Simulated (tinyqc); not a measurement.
AlGaN/GaN HEMT with access regions, lumped model: two steps of the calculation.

A polarisation-induced electron sheet under a Schottky gate, in series with two ungated access regions and contacts. Drift law v = mu E/(1 + mu E/vs) under the gate. Currents in mA/mm, resistances in ohm mm. No self-heating, no channel-length modulation; fits for polarisation, barrier and offset are chosen for the exercise.

Inputs (values chosen for the exercise); values close to those of AlGaN/GaN structures: aluminium share of the barrier x = 0.25; barrier thickness d = 15 nm; relative permittivity of barrier and channel eps_r = 9.3; channel mobility mu = 1800 cm^2/(V s); saturation velocity vs = 1.4e7 cm/s; gate length Lg = 0.5 um; source access length Ls = 0.5 um; drain access length Ld = 2 um; resistance of each contact Rc = 0.35 ohm mm; share of the drain-access electrons removed by traps ft = 0; gate voltage Vg = -1 V; drain voltage Vd = 4 V; critical field Ec = 2.7 MV/cm; depth over which the depleted charge spreads te = 0.19 um; insulator under the field plate tf = 200 nm; relative permittivity of that insulator ei = 3.9.

Constants: q = 1.602176634e-19 C, eps0 = 8.8541878128e-14 F/cm where lengths are in cm. Results are converted to the units shown.

Task 1. Drain current. Access resistance R(L, n) = L/(q mu n sqrt(1 - (I/(q n vs))^2)); Rs = Rc + R(Ls, n0), Rd = Rc + R(Ld, (1 - ft) n0). Vg' = Vg - I Rs, Vd' = Vd - I (Rs + Rd); with u = Vg' - VT, Vc = vs Lg/mu and w the smaller of Vd' and Vc [sqrt(1 + 2 u/Vc) - 1] (0 if negative), the channel gives (mu Cb/Lg)(u w - w^2/2)/(1 + w/Vc). I(new) is that channel current.

I after iteration 1 = 740.18923 mA/mm
VT = -3.1180682 V
Cb = 0.54895964 uF/cm^2
n0 = 1.0683551e13 cm^-2

Give: Rs; Rd; Vg'; Vd'; channel current; I after iteration 2.

Result 1.

Rs = 0.52063 ohm mm
Rd = 1.0325 ohm mm
Vg' = -1.3854 V
Vd' = 2.8504 V
channel current = 689.62 mA/mm
I after iteration 2 = 689.62 mA/mm

Task 2. On-resistance and breakdown. sigma = (5e13 x + 1.6e13 x^2) cm^-2, phiB = 0.84 + 1.3 x, dEc = 0.7 (1.71 x + x^2) in volts, Cb = eps0 eps_r/d, VT = phiB - dEc - q sigma/Cb, access density n0 = -Cb VT/q. Ron = 2 Rc + Ls/(q mu n0) + Ld/(q mu (1 - ft) n0) + Lg/(mu Cb (Vg - VT)). Off state: a depleted stretch that holds the voltage V has the peak field sqrt(k V), k = 2 q n0/(eps0 eps_r te), so one edge holds V1 = Ec^2/k. The sheet under the plate pinches off at Vf = q n0 (1/Cb + tf/(eps0 ei)); beyond it the gate edge is screened. BV = V1 if Vf >= V1, else Vf + V1, and at most Ec Ld. Specific resistance Ron (Ls + Lg + Ld); figure of merit BV^2 over it.

Wanted: Ron; Vf; V1; BV; specific resistance; figure of merit.

Result 2.

Ron = 1.7503 ohm mm
Vf = 102.26 V
V1 = 33.316 V
BV = 33.316 V
specific resistance = 0.052509 mohm cm^2
figure of merit = 21.139 MW/cm^2

The plate pinches off too late to screen the gate edge, so it adds nothing.

Numbers from tinyqc (`OMP_NUM_THREADS=1 python tinyqc.py 2570114 2570115 out.jsonl`; about 0.01 s on one thread of a shared Intel Xeon 2.30GHz).
